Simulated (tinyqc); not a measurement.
Kinetics of strain relaxation and threading dislocations in mismatched semiconductor layers: one step, computed by the program tinyqc.

60-degree dislocations on {111} planes of a (001) layer, isotropic elasticity. The Schmid factor is 1/sqrt(6), and a misfit segment relieves strain with b/2.

Problem. Graded buffer. In steady grading, strain is fed at R_f R_g and relieved at (b/4) rho v. As a glide-limited estimate, the driving stress is taken as the mean stress of the strained top zone, whose depth z solves R_f z/2 = e_eq(z), with strain R_f z at the surface; tau_g = S R_f z/2 is its mean; then rho = 4 R_f R_g/(b m tau_g), m = v0 exp(-Q/(k_B T_g)), S = (1/sqrt 6) 2 G (1 + nu)/(1 - nu), e_eq(z) = b (1 - nu/4) [ln(z/b) + 1]/(4 pi (1 + nu) z).

Inputs (values chosen for the exercise, modelled on In(0.2)Ga(0.8)As on GaAs):
```
quantity,value,unit
misfit f,0.0134,-
shear modulus G,42.6,GPa
Poisson ratio nu,0.32,-
Burgers vector b,4.05,angstrom
glide activation energy Q,1.31,eV
velocity prefactor v0,12000,m/s per MPa
grading rate (misfit per thickness) R_f,0.011,1/micrometre
growth temperature of the buffer T_g,955,K
growth rate R_g,5.7,nm/s
```

Constants: k_B = 8.617333262e-05 eV/K.

Give: depth z of the strained zone; stress tau_g; thread density of the buffer; buffer thickness f/R_f.

Solution.

depth z of the strained zone = 169.53 nm

stress tau_g = 62.955 MPa

thread density of the buffer = 671.22 1/cm^2

buffer thickness f/R_f = 1.2182 micrometre

Raising T_g by 50 K would lower this density by a factor 2.2: fast glide lets few threads do the work. Caution: real buffers seldom go below 1e5 /cm^2, as pile-ups and nucleation take over; this value is a lower bound.
